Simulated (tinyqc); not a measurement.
Worked calculation: plane-wave Kohn-Sham cycle with exchange-only LDA in a layered model solid. One step of it, computed by the program tinyqc.

Task: Iteration 1: potential. V_H(G) = 4 pi rho(G)/G^2 for G != 0 (uniform background); v_x = -(3 rho/pi)^(1/3); V = V_ext + V_H + v_x; Fourier components f(G_m) = (1/N) sum_j f(x_j) exp(-i G_m x_j).

A solid whose potential varies along x alone (atomic units):
```
parameter                      value
period a                   11.000000
cross-section of the cell  38.000000
electrons per cell                 2
grid points                       16
plane waves -n..n, n               3
k points                           4
V1 in V1 cos(2 pi x/a)     -0.120000
```

density at the start, on the grid x_j = j a/N (e/bohr^3): 0.00478469  0.00478469  0.00478469  0.00478469  0.00478469  0.00478469  0.00478469  0.00478469  0.00478469  0.00478469  0.00478469  0.00478469  0.00478469  0.00478469  0.00478469  0.00478469

Give: Potentials on the grid; V(G_m), m = 0, 1, 2, ....

Result:

Potentials on the grid (hartree):
```
x          V_ext     V_H      v_x        V
0.0000   -0.1200  0.0000  -0.1659  -0.2859
0.6875   -0.1109  0.0000  -0.1659  -0.2768
1.3750   -0.0849  0.0000  -0.1659  -0.2508
2.0625   -0.0459  0.0000  -0.1659  -0.2119
2.7500         0  0.0000  -0.1659  -0.1659
3.4375    0.0459  0.0000  -0.1659  -0.1200
4.1250    0.0849  0.0000  -0.1659  -0.0811
4.8125    0.1109  0.0000  -0.1659  -0.0551
5.5000    0.1200  0.0000  -0.1659  -0.0459
6.1875    0.1109  0.0000  -0.1659  -0.0551
6.8750    0.0849  0.0000  -0.1659  -0.0811
7.5625    0.0459  0.0000  -0.1659  -0.1200
8.2500         0  0.0000  -0.1659  -0.1659
8.9375   -0.0459  0.0000  -0.1659  -0.2119
9.6250   -0.0849  0.0000  -0.1659  -0.2508
10.3125  -0.1109  0.0000  -0.1659  -0.2768
```

V(G_m), m = 0, 1, 2, ... (hartree): -0.1659  -0.0600  0.0000  0.0000  0.0000  0.0000  0.0000
